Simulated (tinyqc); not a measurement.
MOSFET in the linear regime without short-channel effects, parameter extraction from computed curves: one step of the calculation.

Inversion charge Q = Cox n Vt W0(exp((Vg - VT)/(n Vt))), W0 the Lambert function and n = nf; u = Q/Cox; mobility mu = mu0/(1 + th1 u + th2 u^2); channel resistance Rch = (L - dL)/(W mu Q); Id = Vd/(Rch + Rsd/W). Cox = eps0 eox/tox. Small Vd, no channel-length or drain effects.

Task. Transfer curve. u, mu, Rch and Id as defined.

Inputs (values chosen for the exercise); channel values of the order met in silicon transistors: temperature T = 77 K; relative permittivity of the gate insulator (close to silicon dioxide) eox = 3.9; insulator thickness tox = 2.8 nm; low-field mobility mu0 = 220 cm^2/(V s); first mobility attenuation factor th1 = 0.73 1/V; second mobility attenuation factor th2 = 0.21 1/V^2; threshold voltage VT = 0.68 V; body factor nf = 1.31; gate width W = 10 um; drawn gate length L = 0.35 um; drawn less effective length dL = 0.005 um; source plus drain resistance Rsd = 330 ohm um; drain voltage Vd = 0.05 V.

Constants: q = 1.602176634e-19 C, kB = 1.380649e-23 J/K, Vt = kB T/q, eps0 = 8.8541878128e-14 F/cm where lengths are in cm. Results are converted to the units shown.

Vg, point 0 to 8 (V): [0.38, 0.53, 0.68, 0.83, 0.98, 1.13, 1.28, 1.43, 1.58]

Find: u; mu; Rch; Id.

Result.

```
point      u (V)  mu (cm^2/(V s))  Rch (ohm)    Id (uA)
0      8.917e-18            220.0   1.426e19  3.506e-15
1      2.784e-10            220.0   4.567e11   1.095e-7
2       0.004930            219.2    2.589e4      1.929
3         0.1267            200.8       1100      44.14
4         0.2701            181.4      570.8      82.81
5         0.4164            164.1      409.3      113.0
6         0.5637            148.8      333.4      136.4
7         0.7117            135.3      290.5      154.6
8         0.8601            123.4      263.6      168.6
```

Program tinyqc, `OMP_NUM_THREADS=1 python tinyqc.py 2210148 2210149 out.jsonl`; Intel Xeon 2.30GHz, shared host, one thread, about 0.01 s.
